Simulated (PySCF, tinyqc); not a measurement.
FCI on RHF in the sto-3g basis, frozen core, for BeH+, spin multiplicity 1, step by step. The lowest restricted solution is unstable here: a spin-polarised one lies 0.0698 hartree lower (PySCF). Computed by tinyqc, a small Python program that keeps every step (integrals from PySCF). Settings: charge = 1, multiplicity = 1, basis = sto-3g, method = RHF, frozen orbitals = 1, energy threshold = 1e-10, iteration cap = 84, orthogonalisation = canonical, start = core, DIIS depth = 6, ci = FCI. Command: `OMP_NUM_THREADS=1 python tinyqc.py 30672 30673 out.jsonl` (the two numbers bound the seeds that draw the settings). One thread of a shared host (Intel(R) Xeon(R) Processor @ 2.60GHz), about 0.1 s of CPU time with the checks. The early iterations of the SCF are left out here.

## One-electron integrals

Geometry (angstrom):
```
atom       x       y       z
Be    0.0000  0.0000  0.0000
H     0.0000  0.0000  2.4830
```

Basis sto-3g: exponents (1/bohr^2) and contraction coefficients of normalised primitives:
```
element  l (shell)  exponent  coefficient
Be           s (1)   30.1679       0.1543
Be           s (1)    5.4951       0.5353
Be           s (1)    1.4872       0.4446
Be           s (2)    1.3148      -0.1000
Be           s (2)    0.3055       0.3995
Be           s (2)    0.0994       0.7001
Be           p (3)    1.3148       0.1559
Be           p (3)    0.3055       0.6077
Be           p (3)    0.0994       0.3920
H            s (1)    3.4253       0.1543
H            s (1)    0.6239       0.5353
H            s (1)    0.1689       0.4446
```

Overlap, kinetic and nuclear-attraction integrals over the contracted functions; the nuclear repulsion is the sum of Za Zb / Rab.

nuclear repulsion = 0.852480 hartree

overlap S, order 1Be 1s, 1Be 2s, 1Be 2px, 1Be 2py, 1Be 2pz, 2H 1s:
$$\begin{pmatrix}
1.0000 & 0.2595 & 0.0000 & 0.0000 & 0.0000 & 0.0047 \\
0.2595 & 1.0000 & 0.0000 & 0.0000 & 0.0000 & 0.1260 \\
0.0000 & 0.0000 & 1.0000 & 0.0000 & 0.0000 & 0.0000 \\
0.0000 & 0.0000 & 0.0000 & 1.0000 & 0.0000 & 0.0000 \\
0.0000 & 0.0000 & 0.0000 & 0.0000 & 1.0000 & 0.1839 \\
0.0047 & 0.1260 & 0.0000 & 0.0000 & 0.1839 & 1.0000
\end{pmatrix}$$

kinetic energy T (hartree), order 1Be 1s, 1Be 2s, 1Be 2px, 1Be 2py, 1Be 2pz, 2H 1s:
$$\begin{pmatrix}
6.6940 & -0.0330 & 0.0000 & 0.0000 & 0.0000 & -0.0029 \\
-0.0330 & 0.2111 & 0.0000 & 0.0000 & 0.0000 & -0.0066 \\
0.0000 & 0.0000 & 0.6606 & 0.0000 & 0.0000 & 0.0000 \\
0.0000 & 0.0000 & 0.0000 & 0.6606 & 0.0000 & 0.0000 \\
0.0000 & 0.0000 & 0.0000 & 0.0000 & 0.6606 & 0.0064 \\
-0.0029 & -0.0066 & 0.0000 & 0.0000 & 0.0064 & 0.7600
\end{pmatrix}$$

nuclear attraction V (hartree), order 1Be 1s, 1Be 2s, 1Be 2px, 1Be 2py, 1Be 2pz, 2H 1s:
$$\begin{pmatrix}
-14.7742 & -1.9546 & 0.0000 & 0.0000 & -0.0052 & -0.0338 \\
-1.9546 & -2.5261 & 0.0000 & 0.0000 & -0.0563 & -0.2372 \\
0.0000 & 0.0000 & -2.4969 & 0.0000 & 0.0000 & 0.0000 \\
0.0000 & 0.0000 & 0.0000 & -2.4969 & 0.0000 & 0.0000 \\
-0.0052 & -0.0563 & 0.0000 & 0.0000 & -2.5285 & -0.3386 \\
-0.0338 & -0.2372 & 0.0000 & 0.0000 & -0.3386 & -2.0791
\end{pmatrix}$$

core Hamiltonian H = T + V (hartree), order 1Be 1s, 1Be 2s, 1Be 2px, 1Be 2py, 1Be 2pz, 2H 1s:
$$\begin{pmatrix}
-8.0802 & -1.9876 & 0.0000 & 0.0000 & -0.0052 & -0.0367 \\
-1.9876 & -2.3150 & 0.0000 & 0.0000 & -0.0563 & -0.2437 \\
0.0000 & 0.0000 & -1.8363 & 0.0000 & 0.0000 & 0.0000 \\
0.0000 & 0.0000 & 0.0000 & -1.8363 & 0.0000 & 0.0000 \\
-0.0052 & -0.0563 & 0.0000 & 0.0000 & -1.8679 & -0.3321 \\
-0.0367 & -0.2437 & 0.0000 & 0.0000 & -0.3321 & -1.3190
\end{pmatrix}$$

## Two-electron integrals

Functions are numbered as in S; the eight-fold symmetry (ij|kl) = (ji|kl) = (kl|ij) leaves the list below.

Two-electron integrals (ij|kl) in chemists' order, unique and non-zero (hartree):
```
(11|11) 2.2988     (21|11) 0.3920     (21|21) 0.0795     (22|11) 0.5710
(22|21) 0.1430     (22|22) 0.4177     (31|31) 0.0146     (32|31) 0.0219
(32|32) 0.0923     (33|11) 0.5696     (33|21) 0.1431     (33|22) 0.4176
(33|33) 0.4499     (41|41) 0.0146     (42|41) 0.0219     (42|42) 0.0923
(43|43) 0.0242     (44|11) 0.5696     (44|21) 0.1431     (44|22) 0.4176
(44|33) 0.4014     (44|44) 0.4499     (51|51) 0.0146     (52|51) 0.0219
(52|52) 0.0923     (53|53) 0.0242     (54|54) 0.0242     (55|11) 0.5696
(55|21) 0.1431     (55|22) 0.4176     (55|33) 0.4014     (55|44) 0.4014
(55|55) 0.4499     (61|11) 0.0068     (61|21) 0.0014     (61|22) 0.0026
(61|33) 0.0025     (61|44) 0.0025     (61|51) 1.57e-04   (61|52) 2.99e-04
(61|55) 0.0026     (61|61) 2.62e-05   (62|11) 0.0407     (62|21) 0.0105
(62|22) 0.0368     (62|33) 0.0353     (62|44) 0.0353     (62|51) 0.0013
(62|52) 0.0100     (62|55) 0.0400     (62|61) 2.10e-04   (62|62) 0.0073
(63|31) 0.0006     (63|32) 0.0033     (63|53) 0.0014     (63|63) 3.88e-04
(64|41) 0.0006     (64|42) 0.0033     (64|54) 0.0014     (64|64) 3.88e-04
(65|11) 0.0552     (65|21) 0.0143     (65|22) 0.0514     (65|33) 0.0488
(65|44) 0.0488     (65|51) 0.0019     (65|52) 0.0152     (65|55) 0.0567
(65|61) 2.91e-04   (65|62) 0.0110     (65|65) 0.0168     (66|11) 0.2131
(66|21) 0.0553     (66|22) 0.2121     (66|33) 0.2020     (66|44) 0.2020
(66|51) 0.0052     (66|52) 0.0551     (66|55) 0.2318     (66|61) 0.0011
(66|62) 0.0616     (66|65) 0.0967     (66|66) 0.7746
```

## Orthogonalisation

S = U s U^T; canonical form X = U s^(-1/2), so that X^T S X = 1. Each column of U has its largest component positive (the first on a tie).

eigenvalues of S: [0.6983, 0.8407, 1.0000, 1.0000, 1.1548, 1.3062]

X, order 1Be 1s, 1Be 2s, 1Be 2px, 1Be 2py, 1Be 2pz, 2H 1s:
$$\begin{pmatrix}
-0.6722 & 0.4705 & 0.0000 & 0.0000 & -0.3986 & 0.4910 \\
0.7907 & -0.2776 & 0.0000 & 0.0000 & -0.2471 & 0.5725 \\
0.0000 & 0.0000 & 0.9991 & -0.0420 & 0.0000 & 0.0000 \\
0.0000 & 0.0000 & 0.0420 & 0.9991 & 0.0000 & 0.0000 \\
0.3102 & 0.7135 & 0.0000 & 0.0000 & 0.6150 & 0.2284 \\
-0.5088 & -0.6181 & 0.0000 & 0.0000 & 0.5175 & 0.3802
\end{pmatrix}$$

Within a degenerate level the vectors are fixed only up to a rotation; this is one choice.

## Iteration 8 (converged): orbitals

converged F (hartree), order 1Be 1s, 1Be 2s, 1Be 2px, 1Be 2py, 1Be 2pz, 2H 1s:
$$\begin{pmatrix}
-4.9271 & -1.3837 & 0.0000 & 0.0000 & 0.0115 & -0.0243 \\
-1.3837 & -0.8190 & 0.0000 & 0.0000 & -0.0542 & -0.1984 \\
0.0000 & 0.0000 & -0.0902 & 0.0000 & 0.0000 & 0.0000 \\
0.0000 & 0.0000 & 0.0000 & -0.0902 & 0.0000 & 0.0000 \\
0.0115 & -0.0542 & 0.0000 & 0.0000 & -0.1305 & -0.1661 \\
-0.0243 & -0.1984 & 0.0000 & 0.0000 & -0.1661 & -0.3459
\end{pmatrix}$$

Diagonalise F' = X^T F X, C = X C', fill 2 alpha and 2 beta electrons from the bottom; D = 2 C_occ C_occ^T. Each column has its largest component positive (the first on a tie).

F' = X^T F X (hartree):
$$\begin{pmatrix}
-1.2056 & 0.9544 & 0.0000 & 0.0000 & -0.9934 & 1.2992 \\
0.9544 & -0.8690 & 0.0000 & 0.0000 & 0.9358 & -1.0729 \\
0.0000 & 0.0000 & -0.0902 & 0.0000 & 0.0000 & 0.0000 \\
0.0000 & 0.0000 & 0.0000 & -0.0902 & 0.0000 & 0.0000 \\
-0.9934 & 0.9358 & 0.0000 & 0.0000 & -1.2816 & 1.3628 \\
1.2992 & -1.0729 & 0.0000 & 0.0000 & 1.3628 & -2.4269
\end{pmatrix}$$

orbital energies (hartree): MO1 -4.9298, MO2 -0.5588, MO3 -0.2523, MO4 -0.0902, MO5 -0.0902, MO6 -0.0421

coefficients C, order 1Be 1s, 1Be 2s, 1Be 2px, 1Be 2py, 1Be 2pz, 2H 1s:
$$\begin{pmatrix}
0.9931 & -0.2256 & 0.1868 & 0.0000 & 0.0000 & -0.0327 \\
0.0254 & 0.7885 & -0.6713 & 0.0000 & 0.0000 & 0.1343 \\
0.0000 & 0.0000 & 0.0000 & 0.9868 & 0.1617 & 0.0000 \\
0.0000 & 0.0000 & 0.0000 & -0.1617 & 0.9868 & 0.0000 \\
-0.0018 & 0.1803 & 0.3602 & 0.0000 & 0.0000 & 0.9346 \\
-0.0018 & 0.5045 & 0.6884 & 0.0000 & 0.0000 & -0.5699
\end{pmatrix}$$

D after iteration 8, order 1Be 1s, 1Be 2s, 1Be 2px, 1Be 2py, 1Be 2pz, 2H 1s:
$$\begin{pmatrix}
2.0744 & -0.3054 & 0.0000 & 0.0000 & -0.0850 & -0.2312 \\
-0.3054 & 1.2448 & 0.0000 & 0.0000 & 0.2843 & 0.7955 \\
0.0000 & 0.0000 & 0.0000 & 0.0000 & 0.0000 & 0.0000 \\
0.0000 & 0.0000 & 0.0000 & 0.0000 & 0.0000 & 0.0000 \\
-0.0850 & 0.2843 & 0.0000 & 0.0000 & 0.0650 & 0.1820 \\
-0.2312 & 0.7955 & 0.0000 & 0.0000 & 0.1820 & 0.5091
\end{pmatrix}$$

Within a degenerate level the vectors are fixed only up to a rotation; this is one choice.

## Convergence

Stop when the energy changes by less than 1e-10 hartree and every element of the error matrix X^T (F D S - S D F) X is below 3e-06.

Course of the cycle:
```
iteration  E (hartree)     change  largest element of the error matrix
1           -14.314966          -                             2.11e-01
2           -14.504641  -1.90e-01                             2.55e-02
3           -14.508093  -3.45e-03                             1.19e-02
4           -14.508633  -5.40e-04                             4.58e-03
5           -14.508707  -7.34e-05                             3.02e-04
6           -14.508707  -3.70e-07                             1.61e-05
7           -14.508707  -1.54e-09                             1.68e-06
8           -14.508707  -1.41e-11                             4.31e-09
```

PySCF RHF in the same basis = -14.508707 hartree

Converged in 8 iterations.

## Integrals over molecular orbitals

(pq|rs) = sum C_ip C_jq C_kr C_ls (ij|kl), one index at a time.

one-electron integrals over orbitals h = C^T H C (hartree):
$$\begin{pmatrix}
-8.0710 & 0.1990 & -0.1724 & 0.0000 & 0.0000 & 0.0115 \\
0.1990 & -1.8015 & 0.2347 & 0.0000 & 0.0000 & -0.2041 \\
-0.1724 & 0.2347 & -1.6163 & 0.0000 & 0.0000 & -0.1714 \\
0.0000 & 0.0000 & 0.0000 & -1.8363 & 0.0000 & 0.0000 \\
0.0000 & 0.0000 & 0.0000 & 0.0000 & -1.8363 & 0.0000 \\
0.0115 & -0.2041 & -0.1714 & 0.0000 & 0.0000 & -1.7169
\end{pmatrix}$$

Two-electron integrals over orbitals (pq|rs), unique and non-zero (hartree); the lowest 1 orbital is frozen and left out:
```
(22|22) 0.3776    (32|22) 0.0368    (32|32) 0.1287    (33|22) 0.3511
(33|32) 0.0490    (33|33) 0.3897    (42|42) 0.0540    (43|42) -0.0401
(43|43) 0.0377    (44|22) 0.3386    (44|32) -0.0841   (44|33) 0.3122
(44|44) 0.4499    (52|52) 0.0540    (53|52) -0.0401   (53|53) 0.0377
(54|54) 0.0242    (55|22) 0.3386    (55|32) -0.0841   (55|33) 0.3122
(55|44) 0.4014    (55|55) 0.4499    (62|22) 0.0192    (62|32) -0.0527
(62|33) -0.0467   (62|44) 0.0548    (62|55) 0.0548    (62|62) 0.0822
(63|22) -0.0431   (63|32) -0.1133   (63|33) -0.0335   (63|44) 0.0592
(63|55) 0.0592    (63|62) 0.0300    (63|63) 0.1174    (64|42) 0.0119
(64|43) 0.0027    (64|64) 0.0208    (65|52) 0.0119    (65|53) 0.0027
(65|65) 0.0208    (66|22) 0.3745    (66|32) -0.0006   (66|33) 0.3615
(66|44) 0.3658    (66|55) 0.3658    (66|62) 0.0258    (66|63) 0.0034
(66|66) 0.4080
```

## FCI: determinants and Hamiltonian

one-electron integrals dressed by the frozen orbital, h + 2 (pq|11) - (p1|1q) (hartree), order 2, 3, 4, 5, 6:
$$\begin{pmatrix}
-0.9364 & -0.0368 & 0.0000 & 0.0000 & -0.0192 \\
-0.0368 & -0.8258 & 0.0000 & 0.0000 & 0.0335 \\
0.0000 & 0.0000 & -0.7134 & 0.0000 & 0.0000 \\
0.0000 & 0.0000 & 0.0000 & -0.7134 & 0.0000 \\
-0.0192 & 0.0335 & 0.0000 & 0.0000 & -0.7090
\end{pmatrix}$$

energy of the frozen orbital, 2 h_11 + (11|11) = -13.865902 hartree

Hartree-Fock energy = -14.508707 hartree

Slater-Condon rules over spin orbitals, with the nuclear repulsion and the energy of the frozen orbital added and E(HF) subtracted on the diagonal. Only determinants linked to the reference directly or through others are kept (one block of an abelian symmetry group), so some states are absent.

Occupation strings over the orbitals (2 doubly, a alpha, b beta, 0 empty; spin orbitals ordered 1a 1b 2a 2b ...): 220000 2ab000 2a000b 2ba000 2b000a 202000 20a00b 200200 200020 20b00a 200002

H - E(HF) between determinants (hartree):
```
         220000   2ab000   2a000b   2ba000   2b000a   202000   20a00b   200200
220000   0.0000   0.0000   0.0000   0.0000   0.0000   0.1287  -0.0527   0.0540
2ab000   0.0000   0.0842  -0.0096  -0.1287   0.0527   0.0122  -0.1133  -0.0401
2a000b   0.0000  -0.0096   0.2244   0.0527  -0.0822  -0.1133  -0.0374   0.0119
2ba000   0.0000  -0.1287   0.0527   0.0842  -0.0096  -0.0122   0.0659   0.0401
2b000a   0.0000   0.0527  -0.0822  -0.0096   0.2244   0.1133  -0.0300  -0.0119
202000   0.1287   0.0122  -0.1133  -0.0122   0.1133   0.2335   0.0000   0.0377
20a00b  -0.0527  -0.1133  -0.0374   0.0659  -0.0300   0.0000   0.3220   0.0027
200200   0.0540  -0.0401   0.0119   0.0401  -0.0119   0.0377   0.0027   0.5184
200020   0.0540  -0.0401   0.0119   0.0401  -0.0119   0.0377   0.0027   0.0242
20b00a   0.0527   0.0659  -0.0300  -0.1133  -0.0374   0.0000  -0.1174  -0.0027
200002   0.0822   0.0300   0.0065  -0.0300  -0.0065   0.1174   0.0369   0.0208

         200020   20b00a   200002
220000   0.0540   0.0527   0.0822
2ab000  -0.0401   0.0659   0.0300
2a000b   0.0119  -0.0300   0.0065
2ba000   0.0401  -0.1133  -0.0300
2b000a  -0.0119  -0.0374  -0.0065
202000   0.0377   0.0000   0.1174
20a00b   0.0027  -0.1174   0.0369
200200   0.0242  -0.0027   0.0208
200020   0.5184  -0.0027   0.0208
20b00a  -0.0027   0.3220  -0.0369
200002   0.0208  -0.0369   0.4853
```

## FCI: roots

Diagonalise (each vector has its largest component positive (the first on a tie)); all determinants have Ms = 0, so triplets appear too. The lowest singlet root is the correlation energy.

lowest roots of this matrix, relative to E(HF) (hartree): [-0.0829, -0.0583, 0.0574, 0.0998, 0.1417, 0.2607, 0.3913, 0.4942]

lowest vectors, order 220000, 2ab000, 2a000b, 2ba000, 2b000a, 202000, 20a00b, 200200, 200020, 20b00a, 200002:
$$\begin{pmatrix}
0.8810 & 0.0000 & 0.1221 & 0.0000 \\
0.0582 & 0.6910 & 0.4547 & 0.0446 \\
-0.1030 & -0.1167 & 0.3140 & 0.5842 \\
-0.0582 & 0.6910 & -0.4547 & 0.0446 \\
0.1030 & -0.1167 & -0.3140 & 0.5842 \\
-0.4053 & 0.0000 & 0.4137 & 0.0000 \\
0.1119 & 0.0944 & 0.2608 & 0.3959 \\
-0.0392 & 0.0000 & 0.0222 & 0.0000 \\
-0.0392 & 0.0000 & 0.0222 & 0.0000 \\
-0.1119 & 0.0944 & -0.2608 & 0.3959 \\
-0.0591 & 0.0000 & -0.2573 & 0.0000
\end{pmatrix}$$

<S^2> of these roots: [0.0000, 2.0000, 0.0000, 2.0000, 0.0000, 2.0000, 0.0000, 0.0000]

weight of the ground state by excitation level 0, 1, 2, ...: [0.7761, 0.0280, 0.1959]

The reference has a weight of only 0.78: one determinant is a poor start here. A root of higher spin lies below E(HF).
